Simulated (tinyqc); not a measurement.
# Equation-of-state fits to an energy-volume table made by a known binding curve, step by step

A worked calculation. Computed by tinyqc, a small Python program that keeps every step. Command: `OMP_NUM_THREADS=1 python tinyqc.py 3011170 3011171 out.jsonl eosfit walk`. One thread of a shared host (Intel(R) Xeon(R) Processor @ 2.30GHz), about 0.03 s of CPU time with the checks. Intermediate numbers are printed to about 6 digits and carried at full precision; extremes and crossings named in words are read from the listed rows.

With x = (V/V_0)^(1/3), the energy per atom is E = D [exp(-2 eta (x - 1)) - 2 exp(-eta (x - 1))], so that B0 = 2 D eta^2/(9 V_0) and B' = 1 + eta. B' = dB/dP at P = 0.

Inputs (values chosen for the exercise, for a model crystal): cohesive energy D = 3.49 eV/atom; true volume V_0 = 15 angstrom^3/atom; stiffness eta = 4.19; half-width of the volume window w = 0.04; shift of the window centre s = 0.026; points N = 9; compression V/V_0 for the pressure test = 0.85.

Binding curve: Morse. Noise: none.

Constants: 1 eV/angstrom^3 = 160.2176634 GPa.

## Exact values of the curve

B0 and B' from the formulas above; P = -dE/dV at V = c V_0 (c the compression chosen), from the curve itself.

exact B0 = 145.432 GPa

exact B' = 5.19

exact pressure at c V_0 = 35.7869 GPa

## Energy-volume table

Table: V_j = V_0 [1 + s + w (2 j/(N - 1) - 1)], j = 0..N-1, rounded to 0.001; E_j from the curve, rounded to 1e-7 eV.

Table:
```
V (angstrom^3)      E (eV)
14.79           -3.4886263
14.94           -3.4898902
15.09           -3.4897579
15.24           -3.4883134
15.39           -3.4856357
15.54           -3.4817994
15.69           -3.4768750
15.84           -3.4709289
15.99           -3.4640239
```

## Birch-Murnaghan fit

Third-order Birch-Murnaghan is a cubic in u = V^(-2/3): fit it by linear least squares, find the minimum, and take B0 = V E''(V), B' = -1 - V E'''/E'' there.

fitted E0 = -3.49000 eV

fitted V0 = 15.0000 angstrom^3

fitted B0 = 145.476 GPa

fitted B' = 5.23368

root-mean-square residual = 2.13858e-04 meV

Against the exact curve V0 is off by 0.000 %, B0 by +0.03 % and B' by +0.8 %.

## Errors of the Birch-Murnaghan fit

Errors are fitted minus exact, relative; the pressure at c V_0 uses P = (3 B0/2) (x^7 - x^5) [1 + (3/4)(B' - 4)(x^2 - 1)], x = (V0/V)^(1/3) with the fitted values.

error of B0 = 0.0305209 %

error of B' = 0.841532 %

fitted pressure at c V_0 = 36.2055 GPa

error of that pressure = 1.16962 %

## Vinet fit by Gauss-Newton steps

Vinet: E = E0 + (9 B0 V0/h^2) {1 + [h (1 - x) - 1] exp(h (1 - x))}, P = 3 B0 (1 - x) x^-2 exp(h (1 - x)), x = (V/V0)^(1/3), h = (3/2)(B' - 1). Gauss-Newton steps on (E0, V0, B0, B'): solve J d = r by least squares, r the residuals and J their derivatives (central differences, relative step 1e-5); start from the parabola fit in V with B' = 4; stop when all relative changes are below 1e-7.

Iterations:
```
step   E0 (eV)  V0 (angstrom^3)  B0 (GPa)       B'  rms residual (meV)
0     -3.48984          14.9871   124.219  4.00000         1.10641e+00
1     -3.48999          15.0022   145.535  5.35021         8.91238e-02
2     -3.49000          15.0000   145.421  5.17716         3.94385e-04
3     -3.49000          15.0000   145.418  5.17752         7.59034e-05
4     -3.49000          15.0000   145.418  5.17752         7.59034e-05
```

B0, Vinet = 145.418 GPa

B', Vinet = 5.17752

## Five forms on the same table

Murnaghan: E = E0 + (B0 V/B') [(V0/V)^B'/(B' - 1) + 1] - B0 V0/(B' - 1), P = (B0/B') [(V0/V)^B' - 1]. Birch-Murnaghan: E = E0 + (9 V0 B0/16) [y^3 B' + y^2 (2 - 4 y)], y = (V0/V)^(2/3) - 1; P = (3 B0/2) (x^7 - x^5) [1 + (3/4)(B' - 4)(x^2 - 1)], x = (V0/V)^(1/3). All are least-squares fits to the energies; for polynomials in V, B0 = V E'' and B' = -1 - V E'''/E'' at the minimum.

Fitted values:
```
form             V0 (angstrom^3)  B0 (GPa)        B'  P at c V_0 (GPa)
exact                    15.0000   145.432   5.19000           35.7869
parabola in V            14.9871   124.219  -1.00000                 -
cubic in V               15.0003   144.509   4.37548                 -
Murnaghan                14.9999   145.654   5.40770           37.9254
Birch-Murnaghan          15.0000   145.476   5.23368           36.2055
Vinet                    15.0000   145.418   5.17752           35.6757
```

In B0 the Vinet form comes closest (-0.01 %) and the parabola in V form misses most (-14.59 %). A parabola in V has no third derivative, so its B' is -1 by construction. At c V_0, beyond the window, the pressure errors are Murnaghan +6.0 %, Birch-Murnaghan +1.2 %, Vinet -0.3 %; Murnaghan keeps B linear in P and so runs too stiff under compression.

## The width of the window

The table is made anew for each w.

Errors (%):
```
w     B0, parabola  B0, cubic  B0, Murnaghan  B0, Birch-Murnaghan  B0, Vinet  B', Birch-Murnaghan
0.03       -14.823     -0.821          0.211                0.042     -0.013                0.857
0.05       -14.282     -0.395          0.078                0.016     -0.005                0.826
0.08       -12.958      0.652         -0.241               -0.048      0.013                0.743
0.12       -10.193      2.860         -0.876               -0.180      0.049                0.569
0.16        -6.215      6.088         -1.722               -0.366      0.099                0.320
0.22         2.295     13.176         -3.293               -0.748      0.200               -0.203
```

The Birch-Murnaghan error of B0 is smallest among these at w = 0.05 (0.016 % in size); it is 0.042 % at the narrowest and 0.748 % at the widest.  At the widest window the errors of B0 are +2.3 % for the parabola and +13.2 % for the cubic in V. The parabola changes sign: it reports the mean curvature of the window, which the shift s biases one way and the width the other.

Checks made by the program: nonlinear Birch-Murnaghan fit against the linear one (relative difference below 1e-10).
